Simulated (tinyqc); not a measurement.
# Worked calculation: on-chip power grid, static voltage drop by conjugate gradients

Numbers from tinyqc (`OMP_NUM_THREADS=1 python tinyqc.py 2770196 2770197 out.jsonl`; about 0.1 s on one thread of a shared Intel Xeon 2.30GHz). Printed values are rounded.

A grid of 3 rows and 4 columns, node k = 4 row + column. Neighbours in a row are joined by Rx, in a column by Ry; pad nodes, which reach the supply through Rp: 0, 8. Each node draws I0, node 3 draws kh I0. The drops u = Vdd - V solve G u = i, with G the conductance matrix (1/Rp added on the diagonal at pad nodes).

Inputs (values chosen for the exercise):
- Vdd = 0.75 V (supply voltage)
- Rx = 0.64 ohm (resistance of a horizontal segment)
- Ry = 1.1 ohm (resistance of a vertical segment)
- Rp = 0.031 ohm (resistance from a pad node to the supply)
- I0 = 1.5 mA (load current of an ordinary node)
- kh = 5 (factor on the load at the hot node)

## Diagonal of G, loads and first direction

G_kk = sum of the conductances at node k. Start u = 0, so the residual is r = i; z = r/G_kk (Jacobi preconditioner), p = z.

G_kk (S):
```
         col 0    col 1    col 2    col 3
row 0  34.7297  4.03409  4.03409  2.47159
row 1  3.38068  4.94318  4.94318  3.38068
row 2  34.7297  4.03409  4.03409  2.47159
```

r at the start (mA):
```
       col 0  col 1  col 2  col 3
row 0    1.5    1.5    1.5    7.5
row 1    1.5    1.5    1.5    1.5
row 2    1.5    1.5    1.5    1.5
```

p at the start (mV):
```
           col 0     col 1     col 2     col 3
row 0  0.0431908  0.371831  0.371831   3.03448
row 1   0.443697  0.303448  0.303448  0.443697
row 2  0.0431908  0.371831  0.371831  0.606897
```

## Iteration 1: conjugate-gradient step

u at the start (mV):
```
       col 0  col 1  col 2  col 3
row 0      0      0      0      0
row 1      0      0      0      0
row 2      0      0      0      0
```

q = G p; with z = r/G_kk: a = (r.z)/(p.q); u(new) = u + a p; r(new) = r - a q; b = (r.z)(new)/(r.z); p(new) = z(new) + b p.

q (mA):
```
         col 0     col 1     col 2     col 3
row 0  0.51565   0.57567  -4.09823   6.51565
row 1  0.94733  -0.34347  -0.34347  -2.28448
row 2  0.51565   0.57567  -0.30512   0.51565
```

a = 1.56036

u after iteration 1 (mV):
```
         col 0    col 1    col 2    col 3
row 0  0.06739  0.58019  0.58019  4.73490
row 1  0.69233  0.47349  0.47349  0.69233
row 2  0.06739  0.58019  0.58019  0.94698
```

r after iteration 1 (mA):
```
         col 0    col 1    col 2     col 3
row 0  0.69539  0.60175  7.89473  -2.66679
row 1  0.02182  2.03594  2.03594   5.06462
row 2  0.69539  0.60175  1.97610   0.69539
```

b = 1.02448

p after iteration 1 (mV):
```
         col 0    col 1    col 2    col 3
row 0  0.06427  0.53010  2.33794  2.02979
row 1  0.46101  0.72274  0.72274  1.95267
row 2  0.06427  0.53010  0.87078  0.90311
```

## Iteration 2: conjugate-gradient step

As before.

q (mA):
```
         col 0     col 1     col 2     col 3
row 0  0.98473  -2.27202   4.77458  -0.41138
row 1  0.31239   0.75922  -3.52469   2.80579
row 2  0.98473   0.02040   0.61640  -0.90364
```

a = 2.29767

u after iteration 2 (mV):
```
         col 0    col 1    col 2    col 3
row 0  0.21507  1.79818  5.95199  9.39867
row 1  1.75158  2.13412  2.13412  5.17891
row 2  0.21507  1.79818  2.58097  3.02202
```

r after iteration 2 (mA):
```
         col 0   col 1    col 2    col 3
row 0  -1.5672  5.8221  -3.0757  -1.7216
row 1  -0.6959  0.2915  10.1345  -1.3821
row 2  -1.5672  0.5549   0.5598   2.7717
```

b = 1.27244

p after iteration 2 (mV):
```
         col 0    col 1    col 2    col 3
row 0  0.03666  2.11774  2.21246  1.88623
row 1  0.38075  0.97862  2.96985  2.07581
row 2  0.03666  0.81206  1.24679  2.27055
```

## Iteration 3: conjugate-gradient step

As before.

q (mA):
```
          col 0     col 1     col 2     col 3
row 0  -2.38207   4.13928  -0.03082  -0.68208
row 1  -0.30855  -3.06128   6.76318  -1.40162
row 2  -0.34195   0.38090  -2.48677   1.77667
```

a = 1.62947

u after iteration 3 (mV):
```
        col 0   col 1   col 2    col 3
row 0  0.2748  5.2490  9.5571  12.4722
row 1  2.3720  3.7287  6.9734   8.5614
row 2  0.2748  3.1214  4.6126   6.7218
```

r after iteration 3 (mA):
```
          col 0     col 1     col 2     col 3
row 0   2.31432  -0.92272  -3.02547  -0.61016
row 1  -0.19318   5.27976  -0.88587   0.90175
row 2  -1.01000  -0.06579   4.61195  -0.12336
```

b = 0.383780

p after iteration 3 (mV):
```
          col 0    col 1    col 2    col 3
row 0   0.08071  0.58402  0.09912  0.47703
row 1   0.08898  1.44366  0.96056  1.06339
row 2  -0.01501  0.29535  1.62174  0.82148
```

## Course of the conjugate-gradient iteration

Stop when |r| is below 1e-9 mA.

Course of the iteration:
```
iteration  largest u (mV)  |r| (mA)
1                 4.73490      10.5
2                 9.39867      12.8
3                 12.4722      8.22
4                 13.0503      4.69
5                 12.9492      3.80
6                 12.9258     0.526
7                 12.9350     0.513
8                 12.9404    0.0529
9                 12.9414    0.0163
10                12.9415   1.72e-3
11                12.9416   3.57e-4
12                12.9416   < 1e-11
```

Converged in 12 iterations for 12 unknowns; in exact arithmetic the method needs at most 12. The condition number of the scaled matrix is 26.2. Gauss-Seidel sweeps in node order need 150 to reach the same residual.

## Worst drop, pad currents and power lost

converged u (mV):
```
        col 0   col 1   col 2    col 3
row 0  0.3858  5.5941  9.5329  12.9416
row 1  3.4752  6.1261  8.7940  10.5502
row 2  0.3582  4.9789  7.9722   9.5273
```

Pad current u/Rp; worst drop as a share of Vdd; power lost in the grid and pads sum_k i_k u_k; power delivered sum_k i_k (Vdd - u_k).

worst drop = 12.9416 mV
share of Vdd = 1.72554 %
pad currents (mA): node 0 12.4464, node 8 11.5536
power lost = 0.198004 mW
power delivered = 17.8020 mW

The pad currents add up to the total load, 24.00 mA. The worst drop is at node 3; the hot node is 3.
